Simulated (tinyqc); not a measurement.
Inside a calculation: alloy A(1-x)B(x) by interpolation with bowing. Values are carried at full precision from step to step, so a last printed digit may differ when a step is redone from the rounded ones.

Each gap follows E(x) = (1 - x) E_A + x E_B - C x (1 - x); the lattice constant follows Vegard, a(x) = (1 - x) a_A + x a_B.

Constants: hc = 1239.841984 eV nm; kB = 8.617333262e-05 eV/K.

Inputs chosen for the exercise (A near Ge, B near Si; not measured data):
```
symbol  value                 unit      meaning
a       (5.654, 5.429)        angstrom  lattice constant of A, B
x       0.3                             fraction of B
Eg      (0.886, 4.141)        eV        gap at Gamma to the s-like level of A, B
EgX     (0.935, 1.153)        eV        gap to the lowest valley along Gamma-X of A, B
EgL     (0.752, 2.083)        eV        gap to L of A, B
C       (0.208, 0.255, 0)     eV        bowing of the Gamma, X and L gaps
Dso     (0.289, 0.044)        eV        spin-orbit splitting of A, B
Ep      (26.4, 21.8)          eV        Kane energy of A, B
me      (0.0381, 0.1987)      m0        electron mass at Gamma of A, B
Cs      0                     eV        bowing of Dso
md      (0.0804, 0.88, 0.55)  m0        density-of-states masses of Gamma, all X and all L valleys
T       200                   K         temperature
```

## Gaps and lattice constant at x

Also give the wavelength hc/E of the lowest gap.

a(x) = 5.5865 angstrom

linear parts (eV): Gamma 1.8625, X 1.0004, L 1.1513

bowing terms C x (1 - x) (eV): Gamma 0.0437, X 0.0536, L 0.0000

gaps (eV): Gamma 1.8188, X 0.9468, L 1.1513

wavelength of the lowest gap = 1309.4 nm

The lowest valley is X, so the gap is indirect; the next, L, lies 204 meV higher.

## Where the valleys cross

The difference of two gaps is a quadratic q2 x^2 + q1 x + q0 with q2 = C_i - C_j, q1 = (E_B - E_A - C)_i - (E_B - E_A - C)_j, q0 = E_A,i - E_A,j; give its roots between 0 and 1 (a dash: none).

Crossings:
```
pair,q2,q1,q0,first root,second root
Gamma-X,-0.047,3.084,-0.049,0.0159,-
Gamma-L,0.208,1.716,0.134,-,-
X-L,0.255,-1.368,0.183,0.1373,-
```

The lowest valley changes at x = 0.137 (L to X, gap 0.935 eV). The other crossings lie above the lowest valley.

## Electron mass of the alloy

Mass at Gamma from the Kane formula 1/m = F + Ep (Eg + 2 Dso/3)/(Eg (Eg + Dso)). F is fixed by the masses of A and B and interpolated linearly, as is Ep; Eg and Dso carry their bowing.

Compare with the linear interpolation of the masses.

F of A, B: -1.1072  -0.2133

Ep, Eg, Dso at x (eV): 25.0200  1.8188  0.2155

m(x) from the Kane formula = 0.0804 m0
m(x) linear = 0.0863 m0

The Kane value lies 6.8 % below the linear one. The Gamma valley is not the lowest at this x.

## Shares of the electrons in the valleys

Non-degenerate: n_i proportional to md_i^(3/2) exp(-E_i/kT).

md^(3/2): Gamma 0.0228, X 0.8255, L 0.4079

(E - E_min)/kT: Gamma 50.59, X 0.00, L 11.86

shares: Gamma 0.000, X 1.000, L 0.000

X holds most electrons (100.0 %).

## Checks

- The Gamma and X gaps at their crossing x = 0.0159 (eV): both 0.9345.
- The X and L gaps at their crossing x = 0.1373 (eV): both 0.9347.

Program tinyqc; command `OMP_NUM_THREADS=1 python tinyqc.py 1050423 1050424 out.jsonl`; about 0.01 s on one thread of a shared Intel(R) Xeon(R) Processor @ 2.30GHz.
